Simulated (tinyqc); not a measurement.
# Double-gate transistor below threshold, two-dimensional Poisson equation on a small mesh, step by step

Program tinyqc, `OMP_NUM_THREADS=1 python tinyqc.py 2480121 2480122 out.jsonl`; Intel Xeon 2.30GHz, shared host, one thread, about 0.1 s. Printed values are rounded.

Half of a symmetric double-gate structure: row 0 is the mid-plane of the body, where the normal field vanishes. Mobile charge is neglected (subthreshold), the body is fully depleted, and potentials are counted from the intrinsic level; rows run upward to the gate, columns from source to drain.

Parameters, values chosen for the exercise; semiconductor permittivity close to that of silicon: temperature T = 300 K; relative permittivity of the semiconductor eps_r = 11.9; relative permittivity of the insulator eox = 9; half the body thickness tb = 6 nm; insulator thickness tox = 3.2 nm; channel length L = 48 nm; acceptor density of the depleted body Na = 8.7e17 cm^-3; potential of the source Vbi = 0.57 V; gate offset Vfb = 0.12 V; gate voltage Vg = 0 V; drain voltage Vd = 1 V.

Constants: q = 1.602176634e-19 C, kB = 1.380649e-23 J/K, Vt = kB T/q, eps0 = 8.8541878128e-14 F/cm where lengths are in cm. Results are converted to the units shown.

## Coefficients of the five-point equations

Mesh: rows i = 0..1 in the semiconductor (step hs = tb/1, row 1 on the interface), then 1 step(s) ho = tox/1 up to the gate row 2; columns j = 0..4 (step hy = L/4). Box integration, divided by eps0: up_i = eps hy/h of the interval above row i, dn_i = that of the interval below (0 for row 0), lat_i = (sum of eps h/2 over the intervals above and below)/hy, s_i = -q Na w_i hy/eps0 with w_i the semiconductor height of the box (hs/2 for row 0 and the interface row, hs between, 0 in the insulator). Each free node obeys (up + dn + 2 lat) psi = up psi(above) + dn psi(below) + lat [psi(left) + psi(right)] + s.

up, row 0 to 1: [23.8, 33.75]
dn, row 0 to 1: [0, 23.8]
lat, row 0 to 1: [2.975, 4.175]
s, row 0 to 1 (V): [-0.566739, -0.566739]

## The linear system

fixed values (free nodes shown as 0) (V):
```
            j=0       j=1       j=2       j=3       j=4
row 0   0.57000   0.00000   0.00000   0.00000   1.57000
row 1   0.57000   0.00000   0.00000   0.00000   1.57000
row 2  -0.12000  -0.12000  -0.12000  -0.12000  -0.12000
```

Unknowns (row, column) in the order listed; A has up + dn + 2 lat on the diagonal and -up, -dn, -lat towards free neighbours; b holds s and the terms of fixed neighbours. Fixed values: gate row Vg - Vfb; column 0 at Vbi and the last column at Vbi + Vd in the semiconductor, each running linearly to Vg - Vfb across the insulator.

A:
```
          (0,1)     (0,2)     (0,3)     (1,1)     (1,2)     (1,3)
(0,1)   29.7500   -2.9750    0.0000  -23.8000    0.0000    0.0000
(0,2)   -2.9750   29.7500   -2.9750    0.0000  -23.8000    0.0000
(0,3)    0.0000   -2.9750   29.7500    0.0000    0.0000  -23.8000
(1,1)  -23.8000    0.0000    0.0000   65.9000   -4.1750    0.0000
(1,2)    0.0000  -23.8000    0.0000   -4.1750   65.9000   -4.1750
(1,3)    0.0000    0.0000  -23.8000    0.0000   -4.1750   65.9000
```

b (V): (0,1) 1.12901, (0,2) -0.56674, (0,3) 4.10401, (1,1) -2.23699, (1,2) -4.61674, (1,3) 1.93801

## Direct solution

Solve A psi = b.

psi at the free nodes (V): (0,1) -0.001528, (0,2) -0.072018, (0,3) 0.210379, (1,1) -0.040346, (1,2) -0.092316, (1,3) 0.099539

## Iteration 1: over-relaxation sweep (omega = 1.14)

psi at the start (fixed values on the edges, free nodes linear between source and drain columns) (V):
```
            j=0       j=1       j=2       j=3       j=4
row 0   0.57000   0.82000   1.07000   1.32000   1.57000
row 1   0.57000   0.82000   1.07000   1.32000   1.57000
row 2  -0.12000  -0.12000  -0.12000  -0.12000  -0.12000
```

Free nodes: rows 0..1, columns 1..3, taken row by row from row 0, left to right. t = (up psi(above) + dn psi(below) + lat [psi(left) + psi(right)] + s)/(up + dn + 2 lat), with the newest neighbours; psi(new) = psi + 1.14 (t - psi).

psi after iteration 1 (V):
```
            j=0       j=1       j=2       j=3       j=4
row 0   0.57000   0.79828   1.04581   1.29552   1.57000
row 1   0.57000   0.25245   0.31448   0.40482   1.57000
row 2  -0.12000  -0.12000  -0.12000  -0.12000  -0.12000
```

## Iteration 2: over-relaxation sweep (omega = 1.14)

As before.

psi after iteration 2 (V):
```
            j=0       j=1       j=2       j=3       j=4
row 0   0.57000   0.28096   0.29839   0.37911   1.57000
row 1   0.57000   0.06435   0.03285   0.13531   1.57000
row 2  -0.12000  -0.12000  -0.12000  -0.12000  -0.12000
```

## Course of the iteration: over-relaxation sweep (omega = 1.14)

Stop when the largest change of psi is below 1e-7 V, or after 400 iterations. Fixed values: gate row Vg - Vfb; column 0 at Vbi and the last column at Vbi + Vd in the semiconductor, each running linearly to Vg - Vfb across the insulator.

Course of the iteration:
```
iteration  psi at row 0, j = 2 (V)  largest |change| of one entry (V)
1                          1.04581                              0.915
2                         0.298391                              0.916
3                        0.0206972                              0.278
4                       -0.0560312                             0.0767
5                       -0.0695740                             0.0228
6                       -0.0716073                            5.01e-3
7                       -0.0719525                            7.00e-4
8                       -0.0720090                            7.50e-5
9                       -0.0720167                            1.14e-5
10                      -0.0720177                            2.30e-6
11                      -0.0720179                            3.55e-7
12                      -0.0720179                            4.00e-8
```

Converged in 12 iterations. The changes do not fall evenly; from iteration 7 to 12 they shrink by a factor of 7.1 a step on average.

## Barrier, swing and barrier lowering

converged psi (V):
```
            j=0       j=1       j=2       j=3       j=4
row 0   0.57000  -0.00153  -0.07202   0.21038   1.57000
row 1   0.57000  -0.04035  -0.09232   0.09954   1.57000
row 2  -0.12000  -0.12000  -0.12000  -0.12000  -0.12000
```

d psi/dVg on row 0: j=0 0.000000, j=1 0.772583, j=2 0.914849, j=3 0.772583, j=4 0.000000
d psi/dVd on row 0: j=0 0.00000, j=1 0.00775, j=2 0.04258, j=3 0.21966, j=4 1.00000

The barrier is read along row 0, the path farthest from the gate. Take the node j of lowest psi: barrier Vbi - psi_j; swing Vt ln 10/(d psi_j/dVg); DIBL = (d psi_j/dVd)/(d psi_j/dVg). The derivatives solve the same equations with s = 0 and a unit change of that voltage.

j = 2
barrier = 0.642018 V
swing = 65.0670 mV/decade
DIBL = 46.5384 mV/V

A mesh of 12, 8 and 80 steps (semiconductor, insulator, channel) gives a barrier of 0.686 V, a swing of 63.3 mV a decade and a DIBL of 18.8 mV/V; the small mesh puts the barrier 6.4 % below that.
